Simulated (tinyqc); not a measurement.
# From apparent valence band offset back to field in the oxide

Model: X-ray photoelectron analysis of a thin oxide on a semiconductor: attenuation lengths, thickness, angle series and band offsets. Computed by tinyqc, a small Python program. Command: `OMP_NUM_THREADS=1 python tinyqc.py 3112875 3112876 out.jsonl xps inv`. One thread of a shared host (Intel(R) Xeon(R) Processor @ 2.30GHz), about 0.01 s of CPU time with the checks.

The same element is seen in the oxide and in the substrate, at nearly the same kinetic energy; films are flat and uniform, and the work function is ignored.

Inputs (values chosen for the exercise, modelled on SiO2 on silicon):
```
quantity                                           value     unit
photon energy                                     1253.6       eV
binding energy of the core level                    99.4       eV
oxide density                                       2.23   g/cm^3
oxide formula mass                                 60.08    g/mol
valence electrons per oxide formula                   16        -
oxide gap                                           8.88       eV
substrate density                                   2.33   g/cm^3
substrate formula mass                             28.09    g/mol
valence electrons per substrate formula                4        -
substrate gap                                       1.12       eV
oxide thickness d                                    7.2       nm
emission angle from the normal                        45  degrees
attenuation length over inelastic mean free path     0.9        -
carbon overlayer                                    0.43       nm
valence band offset used to make the data           4.33       eV
core level less valence band top, substrate        98.71       eV
core level less valence band top, thick oxide      98.05       eV
```

Method:
- TPP-2M: lambda = E/(E_p^2 [b ln(c E) - C/E + D/E^2]) in angstrom, E_p = 28.8 sqrt(N_v rho/M), b = -0.10 + 0.944/sqrt(E_p^2 + E_g^2) + 0.069 rho^0.1, c = 0.191/sqrt(rho), U = N_v rho/M, C = 1.97 - 0.91 U, D = 53.4 - 20.8 U, with E = photon energy less binding energy in eV.
- Attenuation length L = factor x lambda.
- R_0 = (rho_o/M_o) L_o/((rho_s/M_s) L_s); peak ratio R = I_ox/I_sub = R_0 [exp(d/(L_o cos theta)) - 1]; hence d = L_o cos theta ln(1 + R/R_0). A carbon layer weakens both peaks alike, by exp(-d_C/(L_o cos theta)) if its L is taken equal to L_o. This R_0 leaves out intrinsic losses from the substrate peak, so calibrated values can be larger.
- Valence band offset = (E_core - E_v)(substrate) - (E_core - E_v)(oxide) + (core level separation at the interface, oxide less substrate). The separation is made here from the given offset; a uniform field F that raises the binding energy towards the surface shifts the oxide peak by e F <z>, <z> = d/(1 - exp(-x)) - d/x, x = d/(L_o cos theta), being the mean distance from the interface. Conduction band offset = oxide gap - substrate gap - valence band offset.

Problem. A run gave the result below. Find the field in the oxide, known to lie between 0.34 and 1.2 MV/cm.

apparent valence band offset = 4.688672 eV

Solution.

Each step takes the trial c = (a f_b - b f_a)/(f_b - f_a), f being the result less the target and a, b, c the logarithms of the listed values; c replaces end b, the old b replaces a if the sign of f changed, and otherwise f_a is halved.

Scan of the range:
```
field in the oxide (MV/cm)  apparent valence band offset (eV)
0.340                                                 4.51099
0.420                                                 4.55357
0.518                                                 4.60574
0.639                                                 4.67015
0.788                                                 4.74946
0.973                                                 4.84794
1.200                                                 4.96878
```

False position (Illinois rule, in the logarithm of the input) inside the bracket:
```
step     end a     end b     trial  apparent valence band offset (eV)
1     0.639000  0.788000  0.671058                            4.68721
2     0.788000  0.671058  0.673590                            4.68856
3     0.788000  0.673590  0.673977                            4.68877
4     0.673590  0.673977  0.673800                            4.68867
5     0.673977  0.673800  0.673800                            4.68867
```

Apparent valence band offset rises at every point of a 13-point scan of the range (every second point is shown), so one value fits; it is bracketed by 0.639 and 0.788. The scan shows a straight line, so linear interpolation between any two rows gives the answer at once. Answer: field in the oxide = 0.6738 MV/cm.
